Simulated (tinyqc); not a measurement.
From threshold to a deep level: trap in a gate oxide as a short-range spherical well.

A spherical well of radius R and depth V0 below the conduction edge, one mass m, c = hbar^2/2m0. The s level at binding Et solves k cot(k R) = -kappa with k = sqrt(m (V0 - Et)/c), kappa = sqrt(m Et/c); it exists for V0 > Vc = c (pi/2R)^2/m. Outside, psi falls as exp(-kappa r)/r.

Constants: hbar^2/2m0 = 3.80998211 eV angstrom^2.

Values chosen for the exercise (out of a larger set: near those of Al2O3 on GaAs; not measured data):

| symbol | value | unit | meaning |
|---|---|---|---|
| R | 2.4 | angstrom | radius of the well |
| m | 0.313 | m0 | mass |
| fV | (1.03, 1.12, 1.23, 1.59, 2.29, 3.47, 5.52) |  | V0/Vc |

Et against the depth at fixed R; near threshold Et = (pi^2/16)(V0 - Vc)^2/Vc.

Results:

| V0/Vc | V0 (eV) | Et (eV) | threshold form (eV) | 1/kappa (angstrom) | share outside |
|---|---|---|---|---|---|
| 1.03 | 5.371 | 0.002833 | 0.002895 | 65.6 | 0.964 |
| 1.12 | 5.840 | 0.04259 | 0.04632 | 16.9 | 0.869 |
| 1.23 | 6.414 | 0.1459 | 0.1701 | 9.1 | 0.774 |
| 1.59 | 8.291 | 0.7881 | 1.120 | 3.9 | 0.562 |
| 2.29 | 11.941 | 2.816 | 5.352 | 2.1 | 0.355 |
| 5.52 | 28.783 | 16.36 | 65.71 | 0.9 | 0.114 |

Give the missing row, V0/Vc = 3.47.

Computed row:
```
V0/Vc  V0 (eV)  Et (eV)  threshold form (eV)  1/kappa (angstrom)  share outside
3.47    18.094    7.306                19.62                 1.3          0.209
```

The threshold form holds to 10 % up to V0/Vc = 1.12 of those listed. There the state is mostly outside the well (96 % in the first row) and knows only Et, which is why a delta-well model works; more than half is inside from V0/Vc = 2.29 on. A second s level would need V0/Vc > 9. From V0/Vc = 3.47 on Et exceeds the gap of the host, about 6.5 eV, so those rows only show the model.

Computed by tinyqc, a small Python program: `OMP_NUM_THREADS=1 python tinyqc.py 1280339 1280340 out.jsonl` (the numbers bound the seed that draws the inputs); one thread of a shared host (Intel(R) Xeon(R) Processor @ 2.30GHz), about 0.01 s for the whole set of steps.
